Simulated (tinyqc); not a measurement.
# Frequency dispersion of an accumulation capacitance by border traps, distributed model: what changes with what

Traps spread evenly through the insulator exchange electrons with the semiconductor by tunnelling, with tau(x) = t0 exp(2 ka x) at depth x from the interface. The admittance per area Y seen at depth x obeys dY/dx = -Y^2/(i w eps0 eox) + q Nb ln(1 + i w tau)/tau, with Y(0) = i w Cs and w = 2 pi f; the gate sees Y(tox) = G + i w C. Working variable y = Y/(i w), in uF/cm^2. Cox = eps0 eox/tox.

Values chosen for this exercise; permittivity close to that of silicon dioxide:

| symbol | value | unit | meaning |
|---|---|---|---|
| eox | 4.03 |  | relative permittivity of the insulator |
| tox | 7.3 | nm | insulator thickness |
| Cs | 4.1 | uF/cm^2 | semiconductor capacitance in accumulation |
| Nb | 2.8e19 | cm^-3 eV^-1 | density of border traps |
| ka | 3.5 | 1/nm | decay constant of the wave function in the insulator |
| t0 | 1e-9 | s | time constant of a trap at the interface |
| f | 1e5 | Hz | frequency |

Constants: q = 1.602176634e-19 C, eps0 = 8.8541878128e-14 F/cm where lengths are in cm. Results are converted to the units shown.

Each table varies one quantity; the others keep the values above.

## Capacitance and loss against frequency

Cox; trap-free value 1/(1/Cox + 1/Cs); response depth d = ln(1/(w t0))/(2 ka), where w tau = 1; lumped estimate: all traps within d act as C_bt = q Nb d placed at d/2, so C = 1/{1/[1/(1/Cs + d/(2 eps0 eox)) + C_bt] + (tox - d/2)/(eps0 eox)}. C and G from a fine integration; dispersion -d C/d log10 f over C, from f times and over 1.1. For a broad spread of time constants G/w is close to -(pi/2) dC/d ln w.

The same in every row: trap-free C (uF/cm^2) = 0.4367.

Results:
```
f (Hz),d (nm),C (uF/cm^2),G/w (uF/cm^2),dispersion (% a decade),-(pi/2) dC/d ln w (uF/cm^2),lumped C (uF/cm^2)
10,2.369,0.5005,0.01109,3.243,0.01107,0.4828
100,2.040,0.4854,0.009504,2.866,0.009491,0.4724
1000,1.711,0.4726,0.008006,2.480,0.007995,0.4632
1e5,1.053,0.4533,0.005230,1.687,0.005217,0.4487
1e6,0.7243,0.4466,0.003961,1.295,0.003945,0.4435
1e7,0.3953,0.4417,0.002788,0.9227,0.002780,0.4396
```

Estimate the missing row, f = 10000 Hz.

Computed row:
```
f (Hz),d (nm),C (uF/cm^2),G/w (uF/cm^2),dispersion (% a decade),-(pi/2) dC/d ln w (uF/cm^2),lumped C (uF/cm^2)
10000,1.382,0.4619,0.006582,2.085,0.006571,0.4553
```

With this row back in the table: C falls from 0.5005 to 0.4417 uF/cm^2, towards the trap-free 0.4367; each decade of frequency removes ln 10/(2 ka) = 0.329 nm from the response depth. The dispersion falls from 3.24 to 0.923 % a decade and G/w falls from 0.0111 to 0.00279 uF/cm^2. G/w stays at 1.00 times -(pi/2) dC/d ln w, the relation for a broad spread of time constants.

## Effect of the decay constant of the wave function in the insulator

Same model as above.

The same in every row: trap-free C (uF/cm^2) = 0.4367.

Effect of the decay constant of the wave function in the insulator:
```
ka (1/nm),d (nm),C (uF/cm^2),G/w (uF/cm^2),dispersion (% a decade),-(pi/2) dC/d ln w (uF/cm^2),lumped C (uF/cm^2)
2.5,1.474,0.4673,0.01024,3.204,0.01021,0.4574
3.2,1.152,0.4561,0.006236,1.999,0.006221,0.4505
3.9,0.9452,0.4504,0.004242,1.377,0.004232,0.4468
4.6,0.8014,0.4471,0.003105,1.016,0.003098,0.4446
5.3,0.6955,0.4450,0.002392,0.7865,0.002387,0.4431
6,0.6144,0.4435,0.001915,0.6318,0.001912,0.4420
6.7,0.5502,0.4425,0.001579,0.5222,0.001576,0.4413
7.4,0.4981,0.4417,0.001332,0.4415,0.001330,0.4407
```

As ka goes from 2.5 to 7.4, C falls from 0.467 to 0.442 uF/cm^2, the dispersion falls from 3.20 to 0.441 % a decade and G/w falls from 0.0102 to 0.00133 uF/cm^2. The lumped estimate is 2.1 % below C in the first row and 0.22 % below it in the last.

Numbers from tinyqc (`OMP_NUM_THREADS=1 python tinyqc.py 2202166 2202167 out.jsonl`; about 0.6 s on one thread of a shared Intel Xeon 2.30GHz).
